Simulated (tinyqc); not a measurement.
# Square on-chip spiral inductor, lumped pi model, step by step

Computed by the program tinyqc: `OMP_NUM_THREADS=1 python tinyqc.py 2302133 2302134 out.jsonl`, one thread of a shared Intel Xeon 2.30GHz, about 0.01 s for the whole run. Printed values are rounded.

Outer diameter do = di + 2 n wd + 2 (n - 1) sp, mean da = (do + di)/2, fill p = (do - di)/(do + di), length l = 4 n da. L = 2.34 mu0 n^2 da/(1 + 2.75 p), mu0 = 4 pi 1e-7 H/m. Rs = rho l/(wd delta (1 - exp(-th/delta))), delta = sqrt(rho/(pi f mu0)). Cs = n wd^2 eps0 eo/hu across the coil. At each end Cox = l wd eps0 eo/(2 ho) leads to the substrate branch Rsi = 2 rs he/(l wd) in parallel with Csi = l wd eps0 11.7/(2 he). With one end grounded Y = 1/(Rs + i w L) + i w Cs + 1/[1/(i w Cox) + 1/(1/Rsi + i w Csi)], w = 2 pi f; Q = -Im Y/Re Y. Eddy currents in neighbouring turns and in the substrate are left out.

Inputs (values chosen for the exercise); values of the order met in silicon radio-frequency processes:
```
symbol,value,unit,meaning
n,5.5,,number of turns
wd,15,um,line width
sp,3,um,space between turns
di,60,um,inner diameter
th,4,um,metal thickness
rho,2.2,uohm cm,metal resistivity
ho,4.5,um,oxide below the coil
hu,1.1,um,oxide between coil and underpass
eo,3,,relative permittivity of the oxide
rs,20,ohm cm,substrate resistivity
he,50,um,effective spreading depth in the substrate
f,3.3,GHz,frequency
```

Constants: eps0 = 8.8541878128e-12 F/m. Results are converted to the units shown.

## Geometry and model elements

do, l, L, delta, Rs, Cs, Cox, Rsi and Csi as defined.

do = 252 um
l = 3432 um
L = 5.154078 nH
delta = 1.299495 um
Rs = 4.060473 ohm
Cs = 29.88288 fF
Cox = 151.9379 fF
Rsi = 388.5004 ohm
Csi = 53.33019 fF

Rs is 3.23 times the direct-current value in this empirical form, which overstates the skin effect of a flat slab when delta is near th and so stands in for some current crowding.

## Admittance, quality factor and apparent inductance

Series branch 1/(Rs + i w L), substrate branch, total Y, Q = -Im Y/Re Y, apparent inductance Im(1/Y)/w, metal-only value w L/Rs, share of the loss in the substrate Re(substrate branch)/Re Y.

series branch = 0.355026-9.343910i mS
substrate branch = 1.032585+1.442968i mS
Y = 1.387612-7.281336i mS
Q = 5.247387
apparent inductance = 6.391494 nH
w L/Rs = 26.31893
share of the loss in the substrate = 74.41458 %

Q is 19.9 % of the metal-only value.
